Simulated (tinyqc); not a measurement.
## Shape of the distribution and failure rate

For F(t) = 1 - exp(-(t/t63)^beta): mean t63 Gamma(1 + 1/beta), median t63 (ln 2)^(1/beta), deviation t63 sqrt(Gamma(1 + 2/beta) - Gamma(1 + 1/beta)^2), failure rate (beta/t63)(t/t63)^(beta - 1).

Parameters, values chosen for the exercise: characteristic time of a test capacitor t63 = 1300 s.

Result of one run:
```
beta	mean (s)	median (s)	deviation/mean	rate at 0.01 t63 (1/s)	rate at t63 (1/s)
1.7	1160	1048	0.6055	5.206e-5	0.001308
```

What becomes of these results when the Weibull slope beta is changed from 1.7 to 4, all else the same?

Result of the changed run:
```
beta	mean (s)	median (s)	deviation/mean	rate at 0.01 t63 (1/s)	rate at t63 (1/s)
4	1178	1186	0.2805	3.077e-9	0.003077
```

The whole series:
```
beta	mean (s)	median (s)	deviation/mean	rate at 0.01 t63 (1/s)	rate at t63 (1/s)
0.5	2600	624.6	2.236	0.003846	3.846e-4
0.7	1646	770.1	1.462	0.002144	5.385e-4
1	1300	901.1	1.000	7.692e-4	7.692e-4
1.3	1201	980.6	0.7757	2.512e-4	0.001000
1.7	1160	1048	0.6055	5.206e-5	0.001308
2.2	1151	1101	0.4798	6.737e-6	0.001692
3	1161	1150	0.3634	2.308e-7	0.002308
4	1178	1186	0.2805	3.077e-9	0.003077
```

The relative spread falls from 2.24 to 0.281. For beta < 1 the rate falls with time (early failures), at 1 it is constant, 7.69e-4 1/s, and above 1 it grows (wear-out): the early rate goes from 10.0 times the rate at t63 to 1.00e-6 times.

Program tinyqc, `OMP_NUM_THREADS=1 python tinyqc.py 2070035 2070036 out.jsonl`; Intel Xeon 2.30GHz, shared host, one thread, about 0.01 s.
